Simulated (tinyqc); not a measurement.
Tersoff bond-order potential: one step, computed by the program tinyqc.

E = (1/2) sum_(i, j != i) [A exp(-lambda r_ij) - b_ij B exp(-mu r_ij)], b_ij = (1 + (beta zeta_ij)^n)^(-1/(2n)), zeta_ij = sum_(k != i, j) g(theta_ijk), g = 1 + c^2/d^2 - c^2/(d^2 + (h - cos theta)^2), with theta at atom i. Only nearest neighbours count (cut-off function 1 for them, 0 beyond).

Problem. Unrelaxed vacancy. Each of the four neighbours loses one bond; its three other bonds now have zeta = 2 g, for the direction that starts at it. E_v = -E + 12 x (1/2)(b(3g) - b(2g)) B exp(-mu r), where -E is the pair-like cost.

Inputs (values chosen for the exercise, modelled on carbon):

| quantity | value | unit |
|---|---|---|
| B | 353.64 | eV |
| mu | 2.2119 | 1/angstrom |
| beta | 1.62e-07 | - |
| n | 0.7238 | - |

zeta = 571594.1

energy per atom of the diamond lattice = -8.036406 eV

bond order b = 0.8926576

bond length = 1.518298 angstrom

Give: b(2g); unrelaxed vacancy energy E_v.

Solution.

b(2g) = 0.9172

unrelaxed vacancy energy E_v = 6.222 eV

Stronger back bonds return 1.814 eV, so E_v is 77 % of the cohesive energy.
